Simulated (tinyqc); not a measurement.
Slater-Koster d bands of an fcc metal: one step. The Hamiltonian at one k. Two cases, with inputs chosen for the exercise.

Task: Sum over the neighbours.

Slater-Koster d bands. For a bond with direction cosines (l, m, n) the 5 x 5 block is dds Ps + ddp Pp + ddd (1 - Ps - Pp), the projectors on sigma, pi and delta states about the bond; for instance <xy|xy> = 3 l^2 m^2 dds + (l^2 + m^2 - 4 l^2 m^2) ddp + (n^2 + l^2 m^2) ddd, <xy|yz> = 3 l m^2 n dds + l n (1 - 4 m^2) ddp + l n (m^2 - 1) ddd and <3z2-r2|3z2-r2> = (n^2 - (l^2 + m^2)/2)^2 dds + 3 n^2 (l^2 + m^2) ddp + (3/4)(l^2 + m^2)^2 ddd. H(k) sums the blocks times cos(k.R) over the neighbours; the d level is the zero of energy; k in 2 pi/a.

Neighbours: twelve at (a/2)(1,1,0) and equivalents.

Give: H(k).

Case 1.

Values chosen (of the size met in Ru; the results hold for these values, not for the real material): dds = -1.077 eV (dd sigma); ddp = 0.614 eV (dd pi); ddd = -0.151 eV (dd delta); k = (0.79, 0.3, 0.12) 2 pi/a (wave vector).

Result:

H(k) (eV), lower triangle:
```
             xy       yz      zx    x2-y2  3z2-r2
xy       1.3965
yz      -0.3452  -2.9587
zx      -0.4557  -0.7587  2.5606
x2-y2         0  -0.4137  0.3134  -1.0403
3z2-r2  -0.7953   0.2388  0.1809   2.2113  0.4360
```

Case 2.

Values chosen (of the size met in Ni; the results hold for these values, not for the real material): dds = -0.479 eV (dd sigma); ddp = 0.249 eV (dd pi); ddd = -0.057 eV (dd delta); k = (0.55, 0.09, 0) 2 pi/a (wave vector).

Result:

H(k) (eV), lower triangle:
```
             xy       yz      zx    x2-y2  3z2-r2
xy       0.5331
yz            0  -1.5524
zx            0  -0.1686  0.5448
x2-y2         0        0       0  -0.3413
3z2-r2  -0.2014        0       0   0.7959  0.5675
```

Computed by tinyqc, one run a case: `OMP_NUM_THREADS=1 python tinyqc.py N N+1 out.jsonl` with N = 1480788, 1481896; one thread of a shared Intel(R) Xeon(R) Processor @ 2.30GHz, about 0.07 s a run at most.
